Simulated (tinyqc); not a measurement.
The pair band in time: hydrogenic impurity: series, fields, screening, photoionisation and donor-acceptor pairs. Computed by tinyqc, a small Python program. Command: `OMP_NUM_THREADS=1 python tinyqc.py 3015807 3015808 out.jsonl hydrogenic walk`. One thread of a shared host (Intel(R) Xeon(R) Processor @ 2.30GHz), about 0.01 s of CPU time with the checks.

One isotropic, parabolic band. Effective units: Ry* and a*, in which H = -nabla^2 - 2/r.

Inputs (values chosen for the exercise, modelled on InP): electron mass m = 0.0795 m_0; dielectric constant eps = 12.6; donor density N = 1.6e+16 cm^-3; gap E_g = 1.43 eV; acceptor depth E_A = 39.6 meV; rate prefactor W_0 = 6.5e+06 1/s.

Parts treated: screening and pairs.

Constants: Ry = 13.605693123 eV; a_0 = 0.529177210903 angstrom; h x 1 THz = 4.135667696 meV; e^2/(4 pi eps_0) = 14.39964548 eV angstrom.

Method:
- Ry* = Ry m/eps^2, a* = a_0 eps/m; level n is bound by Ry*/n^2; <r> = (3/2) a* in 1s; lines 1s -> np at Ry* (1 - 1/n^2); 1 THz = 4.135667696 meV.
- Wigner-Seitz radius r_s = (3/(4 pi N))^(1/3); Mott criterion N_c^(1/3) a* = 0.26; overlap of two 1s orbitals at distance d: S = exp(-x)(1 + x + x^2/3), x = d/a*, with d = N^(-1/3).
- No-phonon line h nu(r) = E_g - Ry* - E_A + e^2/(4 pi eps_0 eps r); rate W(r) = W_0 exp(-2 r/a*), the donor being the shallower centre; lifetime 1/W; zero field.
- At delay t after a pulse the emission comes mostly from pairs with W(r) t = 1, so r = (a*/2) ln(W_0 t).

a* = 83.8696 angstrom

Ry* = 6.81313 meV

r_s = 246.186 angstrom

Dominant pairs:
```
delay (s)  r (angstrom)  Coulomb term (meV)  photon energy (eV)
1.00e-04         271.61              4.2076              1.3878
1.00e-03         368.17              3.1041              1.3867
1.00e-02         464.73              2.4591              1.3860
1.00e-01         561.29              2.0361              1.3856
1.00e+00         657.84              1.7372              1.3853
1.00e+01         754.40              1.5149              1.3851
1.00e+02         850.96              1.3430              1.3849
```

What follows from these numbers?

Over six decades of delay the band moves down by 2.86 meV, since close pairs, which emit at higher energy, decay first; the shift per decade shrinks from 1.10 to 0.17 meV. At the donor density N = 1.6e+16 cm^-3 pairs as wide as in the last rows are rare, so those rows are formal.
